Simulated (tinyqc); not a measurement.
Polarisation and half-bias from two TMR values.

Question. A tunnel junction has TMR = TMR0/(1 + (V/Vh)^2), TMR0 = 2 P1 P2/(1 - P1 P2). Find TMR0, Vh and P2.

Inputs (values chosen for the exercise): spin polarisation of the reference layer P1 = 0.55.

TMR at 0.1 and 0.6 V (%): 96.076803  27.394448

Solution. 1/TMR is linear in V^2, and P1 P2 = TMR0/(2 + TMR0).

TMR0 = 103 %
Vh = 0.360 V
P2 = 0.620

Program tinyqc, `OMP_NUM_THREADS=1 python tinyqc.py 2450121 2450122 out.jsonl`; Intel Xeon 2.30GHz, shared host, one thread, about 0.01 s.
